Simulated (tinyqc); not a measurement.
Inside a calculation. Model: a square-lattice strip 2 sites wide, recursive Green functions.

Program tinyqc, `OMP_NUM_THREADS=1 python tinyqc.py 2660134 2660135 out.jsonl`; Intel Xeon 2.30GHz, shared host, one thread, about 0.01 s. Printed values are rounded.

The device has N = 3 slices of 2 site(s), nearest-neighbour hopping -t, and site energies U; the leads are semi-infinite continuations with site energy 0. V = <i+1|H|i> = -t 1.

Parameters, values chosen for the exercise:

| symbol | value | unit | meaning |
|---|---|---|---|
| t | 1 | eV | hopping (matrix element -t) |
| U | [0.05, 0.14, -0.04, -0.04, 0.07, -0.06] | eV | site energies, slice by slice (2 a slice) |
| E | -2.3 | eV | energy |

## Self-energy of the leads

Transverse modes n = 1..2: chi_n(j) = sqrt(2/3) sin(pi n j/3), energy e_n = -2 t cos(pi n/3). Sigma = t^2 sum_n chi_n chi_n^T g(E - e_n), g(x) = (x - i sqrt(4 t^2 - x^2))/(2 t^2) for |x| < 2 t and (x - sign(x) sqrt(x^2 - 4 t^2))/(2 t^2) otherwise; Gamma = i (Sigma - Sigma^dagger); both leads give the same.

Sigma (eV):

|  | 1 | 2 |
|---|---|---|
| 1 | -0.493780-0.379967i | -0.156220-0.379967i |
| 2 | -0.156220-0.379967i | -0.493780-0.379967i |

Gamma (eV):

|  | 1 | 2 |
|---|---|---|
| 1 | 0.759934 | 0.759934 |
| 2 | 0.759934 | 0.759934 |

open modes = 1

## Slice 1

Forward pass: g_1 = (E - H_1 - Sigma)^(-1), g_i = (E - H_i - V g_(i-1) V^dagger)^(-1), with Sigma also subtracted on the last slice; G_(i,1) = g_i V G_(i-1,1), starting from g_1. H_i is the block of slice i: its site energies on the diagonal and -t between neighbouring rows.

g_1 (1/eV):

|  | 1 | 2 |
|---|---|---|
| 1 | -0.502194-0.345754i | -0.165298-0.335724i |
| 2 | -0.165298-0.335724i | -0.482830-0.325985i |

## Slice 2

As before.

g_2 (1/eV):

|  | 1 | 2 |
|---|---|---|
| 1 | -0.540143-0.417924i | -0.199528-0.412672i |
| 2 | -0.199528-0.412672i | -0.540822-0.407486i |

G_(2,1) (1/eV):

|  | 1 | 2 |
|---|---|---|
| 1 | -0.021195-0.531836i | 0.089209-0.514715i |
| 2 | 0.089887-0.525153i | -0.022728-0.508247i |

## Slice 3

As before.

g_3 (1/eV):

|  | 1 | 2 |
|---|---|---|
| 1 | -0.172806-0.298989i | 0.207577-0.314310i |
| 2 | 0.207577-0.314310i | -0.173595-0.330422i |

G_(3,1) (1/eV):

|  | 1 | 2 |
|---|---|---|
| 1 | 0.301753+0.039021i | 0.333775+0.036083i |
| 2 | 0.360687+0.042272i | 0.307253+0.039143i |

## Transmission and its channels

T(E) = Tr[Gamma G_(N,1) Gamma G_(N,1)^dagger]. The non-zero eigenvalues T_n of the matrix under the trace are the channel transmissions; Fano factor sum T_n (1 - T_n)/sum T_n.

T(E) = 0.995336
T_n: [0.995336]
Fano factor = 0.00466406

With 1 open mode(s) in the leads T(E) cannot exceed 1. Inverting the whole matrix gives the same value.
